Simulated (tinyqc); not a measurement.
What each parameter does: dielectric confinement in a thin film (image charges).

A film |z| < t/2 of dielectric constant eps between half-spaces of dielectric constant e2; lam = (eps - e2)/(eps + e2), q = e^2/(4 pi eps0). The self-energy of a band edge is taken with the high-frequency value, e2 = eh, and the field of a fixed ion with the static one, e2 = eo. A charge at z has images lam^|n| at n t + (-1)^n z. Its self-energy is S(z) = (q/2 eps) sum over n >= 1 of lam^n [1/(n t - 2z) + 1/(n t + 2z)] for odd n and 2 lam^n/(n t) for even n; at the centre S(0) = -(q/(eps t)) ln(1 - lam).

Donor at the centre, lam from the static eo, trial function cos(pi z/t) exp(-rho/l): E(l) = c/(m l^2) - (q/eps) times the integral over k of F(k t) (1 + (k l/2)^2)^(-3/2), with F(x) = F0 + 2 lam exp(-x) G/(1 - lam exp(-x)), F0 = 2[(1 - exp(-x/2))/x + x (1 + exp(-x/2))/(x^2 + 4 pi^2)], G = 2 sinh(x/2)[1/x - x/(x^2 + 4 pi^2)]; c = hbar^2/2m0. The binding energy is -E at the minimum, counted from the subband edge with its self-energy.

Constants: e^2/(4 pi eps0) = 14.39964547 eV angstrom; hbar^2/2m0 = 3.80998211 eV angstrom^2; Ry = 13.60569312 eV.

Inputs chosen for the exercise (near those of a Si (100) film, two-fold valleys, between layers of a low-k oxide; shifted at random, so the results belong to these values and not to a real crystal): t = 28 angstrom (film thickness); eps = 11.4 (dielectric constant of the film); eh = 1.9 (high-frequency dielectric constant outside); eo = 2.5 (static dielectric constant outside); m = 0.192 m0 (mass in the plane).

<S> is the mean over (2/t) cos^2(pi z/t).

Results for these values:
```
case,lam from eh,<S> (meV),binding (meV),l (angstrom)
base,0.714,63.7,127.1,21.1
```

What happens to each result for eo = 3.5, all else kept?

Answer: lam from eh does not change at the printed digits; <S> does not change at the printed digits; binding falls from 127.1 to 105.4; l rises from 21.1 to 21.6.

The same for each parameter in turn:
```
case,lam from eh,<S> (meV),binding (meV),l (angstrom)
base,0.714,63.7,127.1,21.1
t = 22 angstrom,0.714,81.0,148.4,19.2
eps = 10.3,0.689,65.9,138.2,19.9
eo = 3.5,0.714,63.7,105.4,21.6
eh = 2.5,0.640,52.5,127.1,21.1
m = 0.23 m0,0.714,63.7,135.3,18.8
```

Computed by tinyqc, a small Python program: `OMP_NUM_THREADS=1 python tinyqc.py 1281936 1281937 out.jsonl` (the numbers bound the seed that draws the inputs); one thread of a shared host (Intel(R) Xeon(R) Processor @ 2.30GHz), about 0.08 s for the whole set of steps.
